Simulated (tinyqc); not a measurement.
Inputs raised by 2 %, one at a time: scattering rates of a carrier in a spherical band by Fermi's golden rule. Computed by tinyqc, a small Python program. Command: `OMP_NUM_THREADS=1 python tinyqc.py 3003074 3003075 out.jsonl scatter sens`. One thread of a shared host (Intel(R) Xeon(R) Processor @ 2.30GHz), about 0.01 s of CPU time with the checks.

All processes here are isotropic or elastic, and the rate listed is the momentum relaxation rate.

Inputs (values chosen for the exercise, for a model non-polar semiconductor):
```
quantity,value,unit
density-of-states mass of one valley m,0.177,m_0
non-parabolicity alpha,0.11,1/eV
static permittivity eps_s,17.2,-
density rho,4060,kg/m^3
sound velocity v_l,5570,m/s
acoustic deformation potential D_A,8.8,eV
phonon energy hbar w,22.5,meV
optical or intervalley deformation potential D_o,3.8,1e8 eV/cm
final valleys Z_f,5,-
ionised impurity density N_I,5e+16,1/cm^3
temperature T,300,K
carrier energy E,180,meV
```

Crystal: non-polar. Band: Kane. Impurity formula: Conwell-Weisskopf. Further scattering: none.

Constants: k_B = 1.380649e-23 J/K; e = 1.602176634e-19 C; hbar = 1.054571817e-34 J s; m_0 = 9.1093837015e-31 kg; eps_0 = 8.8541878128e-12 F/m; hbar = 6.582119569e-16 eV s; k_B = 8.617333262e-05 eV/K.

Method:
- Kane band: hbar^2 k^2/(2 m) = E (1 + alpha E), speed v = hbar k/(m (1 + 2 alpha E)), states per spin, volume and energy g(E) = m k (1 + 2 alpha E)/(2 pi^2 hbar^2); overlap factors are set to 1. Masses are multiplied by m_0 and all formulas are in SI units.
- Acoustic deformation potential (elastic, equipartition, absorption and emission together): 1/tau = 2 pi k_B T D_A^2 g(E)/(hbar rho v_l^2).
- Singly charged impurities, momentum relaxation: 1/tau = N_I e^4 m (1 + 2 alpha E) Phi/(8 pi (eps_s eps_0)^2 hbar^3 k^3), with alpha = 0 for a parabolic band.
- Conwell-Weisskopf: Phi = ln(1 + y^2), y = 4 pi eps_s eps_0 E N_I^(-1/3)/e^2 (largest impact parameter N_I^(-1/3)/2).
- Phonon occupation N_q = 1/(exp(hbar w/(k_B T)) - 1).
- Optical or intervalley deformation potential: 1/tau = (pi Z_f D_o^2/(rho w)) [N_q g(E + hbar w) + (N_q + 1) g(E - hbar w)], with g = 0 below the band edge.
- Rates add: 1/tau_m is the sum, and the mean free path is v tau_m.

Runs:
```
input moved,from,to,acoustic rate (1/s),ionised-impurity rate (1/s),momentum relaxation time tau_m (fs),mean free path (nm)
base run,-,-,2.746e+12,8.343e+10,101.7,59.06
non-parabolicity alpha (1/eV),0.11,0.1122,2.749e+12,8.345e+10,101.6,58.97
sound velocity v_l (m/s),5570,5681.4,2.640e+12,8.343e+10,102.8,59.71
acoustic deformation potential D_A (eV),8.8,8.976,2.857e+12,8.343e+10,100.5,58.40
phonon energy hbar w (meV),22.5,22.95,2.746e+12,8.343e+10,104.5,60.69
optical or intervalley deformation potential D_o (1e8 eV/cm),3.8,3.876,2.746e+12,8.343e+10,98.8,57.41
ionised impurity density N_I (1/cm^3),5e+16,5.1e+16,2.746e+12,8.496e+10,101.6,59.05
carrier energy E (meV),180,183.6,2.776e+12,8.140e+10,100.5,58.96
```

Exponents ln(y'/y) / ln(x'/x):
```
input,acoustic rate,ionised-impurity rate,momentum relaxation time tau_m,mean free path
non-parabolicity alpha,0.048,0.009,-0.046,-0.075
sound velocity v_l,-2.000,0.000,0.550,0.550
acoustic deformation potential D_A,2.000,0.000,-0.566,-0.566
phonon energy hbar w,0.000,0.000,1.375,1.375
optical or intervalley deformation potential D_o,0.000,0.000,-1.433,-1.433
ionised impurity density N_I,0.000,0.918,-0.008,-0.008
carrier energy E,0.548,-1.246,-0.555,-0.083
```

Which inputs matter most for each result?

Among the inputs moved here: acoustic rate answers most in size to sound velocity v_l (exponent -2.000), and about equally to acoustic deformation potential D_A (+2.000); its exponent is below 0.0005 for phonon energy hbar w, optical or intervalley deformation potential D_o, ionised impurity density N_I. Its exponent -2.000 in sound velocity v_l: the elastic constant rho v_l^2 stands in the denominator. Its exponent +2.000 in acoustic deformation potential D_A: the rate goes as the square of the matrix element. Ionised-impurity rate answers most in size to carrier energy E (exponent -1.246), next to ionised impurity density N_I (+0.918); its exponent is below 0.0005 for sound velocity v_l, acoustic deformation potential D_A, phonon energy hbar w, optical or intervalley deformation potential D_o. Momentum relaxation time tau_m answers most in size to optical or intervalley deformation potential D_o (exponent -1.433), next to phonon energy hbar w (+1.375). Mean free path answers most in size to optical or intervalley deformation potential D_o (exponent -1.433), next to phonon energy hbar w (+1.375).
